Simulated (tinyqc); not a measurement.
Gap voltage and exponent from three temperatures.

Question. At constant current VBE(T) = Vg0 - a T - eta (kB T/q) ln T, where a is a constant. Find Vg0, eta and dVBE/dT at the middle temperature.

Constants: q = 1.602176634e-19 C, kB = 1.380649e-23 J/K. Results are converted to the units shown.

T (K): 233  273  300
VBE at a constant current (V): 0.8055931100  0.7331083053  0.6831920473

Solution. The relation is linear in Vg0, a and eta, so three points give a linear system; the slope is (VBE - Vg0 - eta kB T/q)/T. eta rests on the curvature of VBE(T) alone, so real fits need accuracy of some tens of microvolts or better.

Vg0 = 1.154 V
eta = 3.400
dVBE/dT = -1.835 mV/K

tinyqc, about 0.02 s, one thread, Intel Xeon 2.30GHz (shared host): `OMP_NUM_THREADS=1 python tinyqc.py 2062083 2062084 out.jsonl`
